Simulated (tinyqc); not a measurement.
p-n diode, drift-diffusion by the Gummel loop with Scharfetter-Gummel fluxes: one step of the calculation.

Abrupt junction at x = 0, p side from -Lp, n side to Ln, ohmic contacts. psi is counted from the intrinsic level; n = ni exp((psi - phin)/Vt), p = ni exp((phip - psi)/Vt). Contacts: p side psi = V - Vt ln(Na/ni), p = Na, n = ni^2/Na; n side psi = Vt ln(Nd/ni), n = Nd, p = ni^2/Nd. Constant mobilities, D = mu Vt, Boltzmann statistics, SRH recombination through a mid-gap level, U = (n p - ni^2)/(tp (n + ni) + tn (p + ni)). Current is positive from the p contact to the n contact.

Problem. Poisson equation. With phin and phip held, solve a_i (psi_(i+1) - psi_i) - a_(i-1) (psi_i - psi_(i-1)) + q w_i (p_i - n_i + C_i) = 0 for the inner nodes by Newton steps to convergence; a_i = eps0 eps_r/h_i, h_i = x_(i+1) - x_i, w_i = (h_(i-1) + h_i)/2, C = -Na or +Nd.

Parameters, values chosen for the exercise; band and dielectric values close to those of silicon: temperature T = 300 K; relative permittivity eps_r = 11.9; acceptor density of the p side Na = 1.9e17 cm^-3; donor density of the n side Nd = 5e15 cm^-3; bias of the p contact V = 0.83 V.

Constants: q = 1.602176634e-19 C, kB = 1.380649e-23 J/K, Vt = kB T/q, eps0 = 8.8541878128e-14 F/cm where lengths are in cm. Results are converted to the units shown.

```
node  x (nm)  phin at the start (V)  phip at the start (V)
0      -2200                   0.83                   0.83
1       -986                      0                   0.83
2       -433                      0                   0.83
3       -180                      0                   0.83
4      -64.6                      0                   0.83
5        -12                      0                   0.83
6         12                      0                   0.83
7         60                      0                   0.83
8        156                      0                   0.83
9        348                      0                   0.83
10       732                      0                   0.83
11      1500                      0                      0
```

ni = 7.3573263e9 cm^-3

Give: psi; n after Poisson; p after Poisson.

Solution.

```
node  psi (V)  n after Poisson (cm^-3)  p after Poisson (cm^-3)
0      0.3888                    284.9                 1.900e17
1      0.3859                 2.237e16                 2.124e17
2      0.3859                 2.237e16                 2.124e17
3      0.3859                 2.237e16                 2.124e17
4      0.3859                 2.240e16                 2.121e17
5      0.3879                 2.412e16                 1.970e17
6      0.4126                 6.290e16                 7.554e16
7      0.4158                 7.117e16                 6.676e16
8      0.4159                 7.147e16                 6.648e16
9      0.4159                 7.148e16                 6.648e16
10     0.4159                 7.142e16                 6.653e16
11     0.3472                 5.000e15                  1.083e4
```

Computed by the program tinyqc: `OMP_NUM_THREADS=1 python tinyqc.py 2240048 2240049 out.jsonl`, one thread of a shared Intel Xeon 2.30GHz, about 0.1 s for the whole run.
